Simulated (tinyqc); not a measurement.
Spin curve: spin coating of a resist or spin-on film: centrifugal thinning, evaporation and the final thickness (Emslie and Meyerhofer models). Computed by tinyqc, a small Python program. Command: `OMP_NUM_THREADS=1 python tinyqc.py 3110495 3110496 out.jsonl spincoat walk`. One thread of a shared host (Intel(R) Xeon(R) Processor @ 2.30GHz), about 0.07 s of CPU time with the checks.

A Newtonian film stays uniform over the wafer; solvent and solids have the same density and the concentration is uniform through the thickness.

Inputs (values chosen for the exercise, of the order of those of a polymer resist in an ester solvent):
```
quantity                                 value          unit
solids volume fraction c0                0.056             -
kinematic viscosity of the solvent nu_s    1.6        mm^2/s
viscosity constant k                      1800        mm^2/s
viscosity exponent gamma                   2.1             -
spin speed f                              4000           rpm
evaporation rate at 1000 rpm e0           0.31  micrometre/s
starting thickness h0                      100    micrometre
wafer radius R                             100            mm
```

Method:
- omega = 2 pi f/60; nu(c) = nu_s + k c^gamma; evaporation rate e = e0 sqrt(f/1000 rpm).
- Flow constant K = 2 omega^2/(3 nu(c0)); Reynolds number of the air omega R^2/nu_air with nu_air = 15 mm^2/s.
- Meyerhofer estimate: flow rules until (1 - c0) K h^3 = e, then evaporation alone: h_w = (e/((1 - c0) K))^(1/3), dry film c0 h_w.
- Full model for solids s and liquid l per area, h = s + l, c = s/h: ds/dt = -c Q, dl/dt = -(1 - c) Q - e, Q = 2 omega^2 h^3/(3 nu(c)); integrated adaptively (relative tolerance 1e-9) until l = 0.

dry film, estimate = 179.151 nm

Dry film against speed:
```
f (rpm)  full model (nm)  estimate (nm)  time to dry (s)
500               575.93         506.72           50.725
1000              407.34         358.30           25.404
1500              332.61         292.55           16.945
2000              288.06         253.36           12.712
3000              235.20         206.87            8.477
4000              203.69         179.15            6.359
6000              166.32         146.28            4.240
```

What does the comparison show, and why?

The full thickness goes as f^-0.500; the estimate as (e/omega^2)^(1/3) = f^(-1/2). The time to dry goes as f^-1.00. A thickness window of 1 % allows a speed error of about 2 %.
